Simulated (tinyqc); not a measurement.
Worked calculation: Hubbard chain of 2 sites. One step of it, computed by the program tinyqc.

Task: Mean-field iteration 2. H(up) = T + U n(down), H(down) = T + U n(up); fill the lowest levels; n(new) = n + mixing (n(out) - n); E = tr T (rho up + rho down) + U sum n_up n_down of the output.

one-body matrix (hopping and site energies) (eV):
```
           1          2
1   0.000000  -0.820000
2  -0.820000   0.000000
```

U = 0.900000 eV

electrons, up and down: 1  1

mixing = 0.200000

n(up) after iteration 1: 1 0.771275, 2 0.228725

n(down) after iteration 1: 1 0.228725, 2 0.771275

Give: levels, up; levels, down; energy; n(up) after iteration 2; n(down) after iteration 2.

Result:

levels, up (eV): -0.406  1.306

levels, down (eV): -0.406  1.306

energy = -1.158 eV

n(up) after iteration 2: 1 0.746, 2 0.254

n(down) after iteration 2: 1 0.254, 2 0.746
